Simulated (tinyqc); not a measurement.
Inside a calculation. Method: Pariser-Parr-Pople SCF with singles CI, for the molecule [CH2+]c1ccccc1F (SMILES; centres numbered as the heavy atoms are written). One step of it, computed by the program tinyqc.

Question. Iteration 3: orbitals and new P. Diagonalise F (the basis is taken as orthonormal) and form P = 2 sum c c over the lowest orbitals.

F (eV), lower triangle:
```
,1C,2C,3C,4C,5C,6C,7C,8F
1C,-8.780507
2C,-4.087775,-9.404432
3C,-0.448911,-3.421323,-8.651582
4C,0.215641,-0.014733,-4.125418,-8.460271
5C,0.364888,0.322679,-0.343846,-3.748550,-8.277365
6C,0.138460,0.035572,0.491224,-0.055299,-3.881856,-8.531628
7C,-0.589546,-3.408747,0.396085,0.453780,-0.376400,-4.004647,-8.741291
8F,0.151051,0.100485,-0.057457,-0.050990,0.071642,0.184440,-2.342560,-24.650003
```

pi electrons, sum of z_r less the charge = 8

Give: orbital energies; P after iteration 3.

Answer.

orbital energies (eV): -25.0097  -16.4309  -14.0414  -13.2252  -7.4310  -4.1433  -3.7882  -1.4275

P after iteration 3, lower triangle:
```
,1C,2C,3C,4C,5C,6C,7C,8F
1C,0.5623
2C,0.7351,1.0193
3C,0.2474,0.4612,0.8703
4C,-0.1478,-0.0003,0.7403,0.9597
5C,-0.2856,-0.1855,0.1886,0.5985,0.8032
6C,-0.1045,-0.0091,-0.2828,0.0238,0.6385,0.9774
7C,0.2982,0.4582,-0.2114,-0.2617,0.2056,0.7023,0.8274
8F,-0.0602,-0.0468,0.0307,0.0351,-0.0390,-0.0831,0.1503,1.9803
```
